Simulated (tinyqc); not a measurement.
Segment and feed resistance from two drops.

Question. A rail is fed at one end through Rq; K loads of Ij follow, each after a segment Rs. The drop at load j is K Ij Rq + Rs Ij sum_(l=1..j) (K - l + 1). Find Rs, Rq and the worst drop, at the middle, if the rail were fed through Rq at both ends: K Ij Rq/2 + Rs Ij K^2/8 with the load taken as continuous.

Inputs (values chosen for the exercise): number of equal loads K = 7; current of each load Ij = 0.26 mA.

drops at the first and at the last load (mV): 0.455  1.1102000

Solution. The difference of the two drops is Rs Ij K (K - 1)/2, which gives Rs; the first drop then gives Rq.

Rs = 0.120 ohm
Rq = 0.130 ohm
drop at the middle with two feeds = 0.309 mV

Numbers from tinyqc (`OMP_NUM_THREADS=1 python tinyqc.py 2770120 2770121 out.jsonl`; about 0.1 s on one thread of a shared Intel Xeon 2.30GHz).
